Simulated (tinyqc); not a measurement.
# Floating body of a partially depleted SOI transistor: body voltage and kink: effects of single changes

Source at 0 V. Channel current Ic = 2 nf K Vt^2 [F(0) - F(Vd)](1 + la Vd), F(V) = ln^2(1 + exp((Vg - VT - nf V)/(2 nf Vt))), VT = VT0 - gb Vb. Saturation voltage Vs = 2 Vt sqrt(F(0)) + 3 Vt, excess Ve = (Vd - Vs + sqrt((Vd - Vs)^2 + 0.0004 V^2))/2, multiplication M1 = Ai Ve exp(-Bl/Ve). Each junction passes D(v) = J1 (exp(v/Vt) - 1) + J2 (exp(v/(2 Vt)) - 1). Bipolar current Ib = bb J1 (exp(Vb/Vt) - 1). The body settles where M1 (Ic + Ib) = D(Vb) + D(Vb - Vd) + Vb/Rb; drain current Id = (1 + M1)(Ic + Ib) - D(Vb - Vd).

Inputs (values chosen for the exercise); values of the order met in partially depleted silicon-on-insulator transistors: temperature T = 300 K; threshold at zero body voltage VT0 = 0.5 V; fall of the threshold per volt of body voltage gb = 0.16; slope factor nf = 1.35; gain factor per width K = 440 uA/(V^2 um); channel-length modulation factor la = 0.09 1/V; impact-ionisation prefactor Ai = 1.24 1/V; impact-ionisation voltage Bl = 8 V; diffusion saturation current of each junction J1 = 2.2e-12 uA/um; recombination saturation current of each junction J2 = 1.7e-8 uA/um; gain of the lateral bipolar transistor on the diffusion current bb = 1; resistance of a weak body tie to the source (1e9 stands for no tie, and the term is then dropped) Rb = 7e5 kohm um; gate voltage Vg = 0.77 V; drain voltage Vd = 2.2 V.

Constants: q = 1.602176634e-19 C, kB = 1.380649e-23 J/K, Vt = kB T/q. Results are converted to the units shown.

Each table varies one quantity; the others keep the values above.

## Output curve and kink

Rows with more than one solution for Vb (latch) are left out; dId/dVd by a forward difference over 1e-4 V, swing = 1e-4 V over the change of log10 Id; M1 under 1e-12 is printed as 0.

Results:
```
Vd (V)    Vb (V)        M1  Id, floating (uA/um)  Id, grounded (uA/um)  ratio  dId/dVd, floating (uS/um)  dId/dVd, grounded (uS/um)
0.84    0.004070  4.469e-7                 12.98                 12.92  1.005                      2.729                      1.081
1         0.1136  1.092e-5                 14.87                 13.09  1.136                      30.19                      1.084
1.16      0.4930  6.191e-5                 21.97                 13.26  1.656                      17.21                      1.100
1.32      0.5624  3.322e-4                 23.69                 13.44  1.763                      8.086                      1.148
1.48      0.6004  0.001189                 24.85                 13.63  1.823                      6.669                      1.249
1.8       0.6500  0.007069                 26.91                 14.09  1.910                      6.582                      1.655
```

Estimate the missing row, Vd = 1.64 V.

Computed row:
```
Vd (V)  Vb (V)        M1  Id, floating (uA/um)  Id, grounded (uA/um)  ratio  dId/dVd, floating (uS/um)  dId/dVd, grounded (uS/um)
1.64    0.6281  0.003202                 25.88                 13.84  1.869                      6.323                      1.415
```

With this row back in the table: Vb rises from 0.00407 to 0.650 V and the ratio of the currents rises from 1.00 to 1.91. The output conductance with a floating body exceeds the grounded value by the largest factor among the rows, 27.9, at Vd = 1 V, where Vb = 0.114 V and M1 = 1.09e-5.

## Transfer curve and swing

Same model as above.

Result of one run:
columns A: Vg (V); B: Vb (V); C: M1; D: Id, floating (uA/um); E: Id, grounded (uA/um); F: ratio; G: swing, floating (mV/decade); H: swing, grounded (mV/decade)
```
A            B        C         D         E      F      G      H
0.15  0.001797  0.06067  4.460e-5  4.424e-5  1.008  80.00  80.66
```

What becomes of these results when the gate voltage Vg is changed from 0.15 to 0.55 V, all else the same?

Result of the changed run:
columns A: Vg (V); B: Vb (V); C: M1; D: Id, floating (uA/um); E: Id, grounded (uA/um); F: ratio; G: swing, floating (mV/decade); H: swing, grounded (mV/decade)
```
A          B        C      D      E      F      G      H
0.55  0.6570  0.04568  5.627  1.243  4.526  201.6  133.8
```

The whole series:
columns A: Vg (V); B: Vb (V); C: M1; D: Id, floating (uA/um); E: Id, grounded (uA/um); F: ratio; G: swing, floating (mV/decade); H: swing, grounded (mV/decade)
```
A            B        C         D         E      F      G      H
0.05  1.134e-4  0.06071  2.550e-6  2.549e-6  1.001  80.93  80.96
0.15  0.001797  0.06067  4.460e-5  4.424e-5  1.008  80.00  80.66
0.25   0.03567  0.06051  8.930e-4  7.601e-4  1.175  68.44  81.48
0.35    0.5594  0.05828    0.1298   0.01226  10.58  83.42  84.91
0.45    0.6220  0.05321     1.298    0.1592  8.153  124.5  97.54
0.55    0.6570  0.04568     5.627     1.243  4.526  201.6  133.8
0.65    0.6765  0.03791     14.22     5.079  2.800  305.5  204.1
0.75    0.6880  0.03086     26.97     12.87  2.096  421.5  300.9
0.85    0.6949  0.02472     43.63     24.73  1.764  541.4  410.9
```

Vb rises from 1.13e-4 to 0.695 V. The smallest swing among the rows is 68.4 mV a decade with a floating body (at Vg = 0.25 V) and 80.7 with a grounded one; Vt ln 10 = 59.5. The floating swing is smaller by more than 3 % for Vg = 0.25 V, where the rising Vb lowers the threshold as Vg rises. In the first row the floating body raises the current by a factor of 1.00.

Range of the model: The multiplication law is an empirical form chosen for the exercise; self-heating and capacitive coupling to the body are left out, and the linear laws are rough once Vb passes about 0.7 V or M1 about 0.1.

Numbers from tinyqc (`OMP_NUM_THREADS=1 python tinyqc.py 2182094 2182095 out.jsonl`; about 0.2 s on one thread of a shared Intel Xeon 2.30GHz).
